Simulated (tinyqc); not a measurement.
Quantum point contact as a saddle point with Zeeman splitting: one step of the calculation.

Potential V0 - m wx^2 x^2/2 + m wy^2 y^2/2; energies are counted from V0. Mode n = 0, 1, ... transmits T_n(E) = 1/(1 + exp(-2 pi (E - E_n)/wx)), E_n = wy (n + 1/2) +/- Ez/2 for the two spins, Ez = gs muB B, muB = q hbar/(2 m0); each spin carries q^2/h.

Question. Thermal average on a coarse grid. g(T) = int g(E) (-df/dE) dE = int g(mu + x kB T) dx/(4 cosh^2(x/2)), g(E) the zero-temperature value at E, g = G/(2 q^2/h). Simpson's rule on nE equally spaced x from -xm to xm.

Inputs (values chosen for the exercise): temperature T = 0.1 K; transverse quantum hbar wy wy = 6 meV; curvature of the barrier hbar wx wx = 4.7 meV; Fermi level above the saddle point mu = 5.46 meV; size of the g factor gs = 5.6; in-plane magnetic field B = 4 T; points of the energy grid nE = 11; half-range of the grid in kB T xm = 6.

Constants: q = 1.602176634e-19 C, kB = 1.380649e-23 J/K, hbar = 1.054571817e-34 J s, m0 = 9.1093837015e-31 kg, Vt = kB T/q. Results are converted to the units shown.

Give: x; E; g(E); weight; integral of the weight; g(T); g(T) divided by the integral of the weight.

Answer.

```
point	x	E (meV)	g(E)	weight
0	-6.0000	5.4083	0.95963	0.00247
1	-4.8000	5.4186	0.96044	0.00810
2	-3.6000	5.4290	0.96125	0.02589
3	-2.4000	5.4393	0.96205	0.07625
4	-1.2000	5.4497	0.96284	0.17789
5	0.0000	5.4600	0.96363	0.25000
6	1.2000	5.4703	0.96442	0.17789
7	2.4000	5.4807	0.96519	0.07625
8	3.6000	5.4910	0.96597	0.02589
9	4.8000	5.5014	0.96674	0.00810
10	6.0000	5.5117	0.96750	0.00247
```

integral of the weight = 0.99795
g(T) = 0.96165
g(T) divided by the integral of the weight = 0.96363

Range of the model: Orbital effects of the in-plane field and interactions (such as the 0.7 feature) are left out.

Program tinyqc, `OMP_NUM_THREADS=1 python tinyqc.py 2740026 2740027 out.jsonl`; Intel Xeon 2.30GHz, shared host, one thread, about 0.04 s.
